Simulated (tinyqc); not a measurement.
Full law against its linear and parabolic limits: Deal-Grove kinetics of thermal oxidation of silicon. Computed by tinyqc, a small Python program. Command: `OMP_NUM_THREADS=1 python tinyqc.py 3008004 3008005 out.jsonl oxide walk`. One thread of a shared host (Intel(R) Xeon(R) Processor @ 2.30GHz), about 0.02 s of CPU time with the checks.

Oxidant diffuses through the oxide and reacts at the interface, so that dx/dt = B/(A + 2x) for the oxide thickness x.

Inputs (values chosen for the exercise, close to those used for silicon):
```
quantity                    value    unit
prefactor B0                  356  um^2/h
activation energy E_B        0.78      eV
prefactor (B/A)0            1e+08    um/h
activation energy E_A        2.05      eV
temperature T                1000       C
oxidant pressure p             10     atm
pressure exponent m of B/A      1       -
initial oxide x_i             0.1      um
time t                       0.73       h
```

Ambient: steam. Surface: (100).

Constants: k_B = 8.617333262e-05 eV/K.

Method:
- B = B0 p exp(-E_B/(k_B T)), B/A = (B/A)0 p^m exp(-E_A/(k_B T)), p in atm; A = B/(B/A).
- Temperatures in kelvin are T(C) + 273.15.
- tau = (x_i^2 + A x_i)/B and x = (A/2) [sqrt(1 + 4 B (t + tau)/A^2) - 1], the root of x^2 + A x = B (t + tau).
- Silicon consumed is 0.44 times the oxide grown; the rate is B/(A + 2x).
- Linear limit x = (B/A)(t + tau); parabolic limit x = sqrt(B (t + tau)).

tau = 0.0164672 h

length A = 0.379104 um

parabolic constant B = 2.90945 um^2/h

linear constant B/A = 7.67454 um/h

Thickness (um):
```
t (h)    full  linear limit  parabolic limit    2x/A
0.05   0.2893    5.1011e-01           0.4398   1.526
0.1    0.4226    8.9383e-01           0.5821   2.230
0.25   0.7111    2.0450e+00           0.8805   3.752
0.5    1.0508    3.9637e+00           1.2258   5.544
1      1.5406    7.8009e+00           1.7197   8.127
2      2.2400    1.5475e+01           2.4222  11.817
4      3.2341    3.0825e+01           3.4184  17.062
8      4.6436    6.1523e+01           4.8294  24.498
16     6.6394    1.2292e+02           6.8264  35.027
32     9.4638    2.4571e+02           9.6514  49.927
```

What does the comparison show, and why?

Both limits lie above the full result, since each drops one resistance. The linear law overshoots by 76 % in the first row and 2500 % in the last, the parabolic law by 52 % and 2.0 %. The parabolic law is the better one in every row, as 2x/A stays above 1.24.
